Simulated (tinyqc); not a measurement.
MOS capacitor on a p-type substrate, surface potential from the exact charge relation: two steps of the calculation.

Uniform p-type substrate, Boltzmann statistics, full ionisation, classical densities. psi is the surface potential against the body (positive when the bands bend down) and u = psi/Vt. Traps are spread evenly over the gap and neutral at flat band, so their charge is -q Dit psi; the minority quasi-Fermi level is shifted by Vb.

Parameters, values chosen for the exercise; band and dielectric values close to those of silicon: temperature T = 293 K; band gap Eg = 1.11 eV; relative permittivity eps_r = 11.8; conduction-band density of states at T Nc = 2.7e19 cm^-3; valence-band density of states at T Nv = 2.53e19 cm^-3; electron affinity chi = 4.04 eV; acceptor density of the substrate N = 1.1e17 cm^-3; relative permittivity of the gate insulator (close to hafnium oxide) eox = 21.8; insulator thickness tox = 78 nm; gate work function phiM = 4.89 eV; fixed charge at the interface, in units of q Nf = 0 cm^-2; density of interface traps Dit = 0 cm^-2 eV^-1; reverse bias of the inversion layer against the body Vb = 0.9 V; gate voltage against the body Vg = 1.79 V.

Constants: q = 1.602176634e-19 C, kB = 1.380649e-23 J/K, Vt = kB T/q, eps0 = 8.8541878128e-14 F/cm where lengths are in cm. Results are converted to the units shown.

Problem 1. Flat band, threshold and scales. ni = sqrt(Nc Nv) exp(-Eg/(2 Vt)), Eg in volts; phiF = Vt ln(N/ni); Cox = eps0 eox/tox; Vfb = phiM - chi - (Eg - Vt ln(Nv/N)) - q Nf/Cox; Q0 = sqrt(2 eps0 eps_r q N Vt); r = (ni/N)^2 exp(-Vb/Vt); VT = Vfb + [(2 phiF + Vb)(1 + q Dit/Cox) + sqrt(2 eps0 eps_r q N (2 phiF + Vb))/Cox].

Wanted: ni; phiF; Cox; Vfb; Q0; r; VT.

Solution 1.

ni = 7.429e9 cm^-3
phiF = 0.4169 V
Cox = 0.2475 uF/cm^2
Vfb = -0.1227 V
Q0 = 30.49 nC/cm^2
r = 1.508e-30
VT = 2.632 V

Problem 2. Newton step for the surface potential. u = psi/Vt; F^2 = exp(-u) + u - 1 + r (exp(u) - u - 1); Qs = -sign(u) Q0 F; Cs = -dQs/dpsi = (Q0/Vt) |1 - exp(-u) + r (exp(u) - 1)|/(2 F). f = Vfb + psi + (q Dit psi - Qs)/Cox - Vg, f' = 1 + (Cs + q Dit)/Cox, psi(new) = psi - f/f'.

psi after iteration 2 = 1.7898165 V
Cox = 0.24746320 uF/cm^2
Vfb = -0.12269510 V
Q0 = 30.493141 nC/cm^2
r = 1.5082612e-30

Give: u; F; Qs; Cs; f; f'; psi after iteration 3.

Solution 2.

u = 70.887
F = 8.8938
Qs = -271.20 nC/cm^2
Cs = 0.69343 uF/cm^2
f = 0.97305 V
f' = 3.8022
psi after iteration 3 = 1.5339 V

Numbers from tinyqc (`OMP_NUM_THREADS=1 python tinyqc.py 2060099 2060100 out.jsonl`; about 0.01 s on one thread of a shared Intel Xeon 2.30GHz).
